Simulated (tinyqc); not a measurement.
# Gap and radiative efficiency from Jsc and Voc

Problem. Photon flux above E from a black body at temperature T into a hemisphere: Phi(E, T) = A sum_k exp(-k E/th)[E^2 th/k + 2 E th^2/k^2 + 2 th^3/k^3], k = 1, 2, ..., with th = kB T/q in eV and A = 2 pi q^3/(h^3 c^2). A cell with a sharp absorption edge has Jsc = q fs X Phi(Eg, Ts) and Voc = Vt ln(1 + Jsc/J0), J0 = q ge Phi(Eg, T)/ERE. Find Eg and ERE.

Parameters, values chosen for the exercise: cell temperature T = 350 K; temperature of the black-body sun Ts = 7000 K; share of the hemisphere filled by the sun fs = 2.16e-5; concentration X = 1; number of faces that emit ge = 2.

Constants: q = 1.602176634e-19 C, kB = 1.380649e-23 J/K, h = 6.62607015e-34 J s, c = 299792458 m/s, Vt = kB T/q. Results are converted to the units shown.

Jsc = 50.2410044 mA/cm^2
Voc = 1.73778047 V

Answer. Phi falls steadily with E, so Jsc fixes Eg; Voc gives J0, and its ratio to the radiative dark current is 1/ERE.

Eg = 2.080 eV
ERE = 1.000

tinyqc, about 0.01 s, one thread, Intel Xeon 2.30GHz (shared host): `OMP_NUM_THREADS=1 python tinyqc.py 2820016 2820017 out.jsonl`
